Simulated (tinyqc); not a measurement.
Strong pi bonds keep dimers flat: buckled dimers of a reconstructed (001) surface, two dangling bonds a dimer.

In a dimer one atom moves up by z and the other down by z; the dangling bond of the up atom (more s-like) falls by gm z and that of the down atom rises by gm z. With all dimers tilted alike: H(k) = [[-gm z - 2 ta cos k, -tp - 2 tx cos k], [., gm z - 2 ta cos k]], k along the row in 1/a. Two electrons a dimer fill the lowest N of the 2N levels on the mesh k_j = (j + 1/2) pi/N. Total energy a dimer: W(z) = (2/N) sum of the filled levels + kf z^2. Repulsion between electrons is left out.

Values chosen for the exercise (of the size met on Si(001); shifted at random, so the results belong to these values and not to a real crystal): ta = 0.21 eV (coupling between like atoms along the row); tx = 0.04 eV (diagonal coupling along the row); gm = 1.72 eV/angstrom (shift of a dangling bond with height); kf = 3.9 eV/angstrom^2 (force constant of buckling); N = 12 (k points).

tp is varied; z minimises W on 0 to 1 angstrom; gap on 201 points; charge moved: the mean of gm z/sqrt((gm z)^2 + h^2) over the mesh, h the off-diagonal element.

Against tp:
```
tp (eV)  z (angstrom)  gain (eV)  gap (eV)  charge moved (e)
0.10           0.4360     0.2245    0.6814             0.989
0.20           0.4244     0.2174    0.6816             0.962
0.30           0.4044     0.2016    0.6820             0.917
0.45           0.3551     0.1283    0.6828             0.805
0.60           0.2716     0.0347    0.6839             0.616
0.80           0.0000     0.0000    0.7600             0.000
1.00           0.0000     0.0000    1.1600             0.000
1.30           0.0000     0.0000    1.7600             0.000
1.60           0.0000     0.0000    2.3600             0.000
```

Dimers buckle for tp up to 0.6 eV among these rows; for an isolated dimer the limit is gm^2/kf = 0.759 eV. While buckled, the splitting, on average over k, stays near 2 gm^2/kf = 1.517 eV whatever tp is, and beyond the limit it follows 2 tp; the gap is smaller by the width of the bands, about 4 ta = 0.84 eV.

Program tinyqc; command `OMP_NUM_THREADS=1 python tinyqc.py 1450384 1450385 out.jsonl`; about 0.05 s on one thread of a shared Intel(R) Xeon(R) Processor @ 2.30GHz.
